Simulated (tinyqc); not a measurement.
Changing the surface recombination velocity S: photoconductance decay in a wafer: bulk and surface recombination modes, and iron detection by pair splitting. Computed by tinyqc, a small Python program. Command: `OMP_NUM_THREADS=1 python tinyqc.py 3110963 3110964 out.jsonl pcd sweep`. One thread of a shared host (Intel(R) Xeon(R) Processor @ 2.30GHz), about 0.04 s of CPU time with the checks.

Both faces of the wafer have the same S; injection is low and all coefficients are constant. x runs from -W/2 to W/2.

Inputs (values chosen for the exercise, modelled on p-type silicon): thickness W = 150 micrometre; diffusivity D = 24.5 cm^2/s; bulk lifetime tau_b without iron = 14 microsecond.

Method:
- h = S W/(2 D). Solve f(b) = b sin b - h cos b = 0 from b = (pi/2) sqrt(h/(h + pi^2/4)), with f'(b) = (1 + h) sin b + b cos b; four steps.
- Even modes cos(a x) obey b tan b = S W/(2 D) with b = a W/2, odd modes sin(a x) obey -b cot b = S W/(2 D); each decays at the rate 1/tau_b + D a^2.
- tau_eff is the decay time of the first mode. The surface time is 1/(D a^2) of that mode; shortcuts for it are W/(2 S), W^2/(pi^2 D) and their sum, whose error is sum/surface time - 1.

One run for each value:
```
surface recombination velocity S (cm/s)  tau_eff (microsecond)  surface time (microsecond)  error of the sum (%)          h
3.00e-01                                                 13.99                   2.500e+04             6.607e-04  9.184e-05
1.60e+00                                                 13.96                   4.688e+03             3.523e-03  4.898e-04
8.40e+00                                                 13.78                   8.936e+02             1.847e-02  2.571e-03
4.50e+01                                                 12.92                   1.674e+02             9.824e-02  1.378e-02
2.40e+02                                                  9.74                   3.202e+01             5.044e-01  7.347e-02
1.30e+03                                                  4.46                   6.553e+00             2.239e+00  3.980e-01
6.70e+03                                                  1.71                   1.952e+00             4.998e+00  2.051e+00
3.60e+04                                                  1.03                   1.106e+00             2.969e+00  1.102e+01
1.90e+05                                                  0.90                   9.628e-01             7.489e-01  5.816e+01
1.00e+06                                                  0.88                   9.366e-01             1.506e-01  3.061e+02
```

Describe and explain the trends.

Over the rows, tau_eff (microsecond) falls from 14.0 to 0.878 (exponent d ln y / d ln x -0.0014 between the first rows and -0.016 between the last); surface time (microsecond) falls from 25000 to 0.937 (exponent d ln y / d ln x -1.00 between the first rows and -0.017 between the last); error of the sum (%) goes from 6.61e-4 through a maximum among these rows, 5.00 at 6700, to 0.151. At the low end the exponent of surface time is -1.00, close to -1: slow surfaces, W/(2 S). At the high end the exponent of surface time is -0.02, close to 0: fast surfaces, limited by diffusion. The sum of the two shortcuts misses by at most about 5.0 % over these rows.

Extremes, crossings and ranges named in words are read from the listed rows.
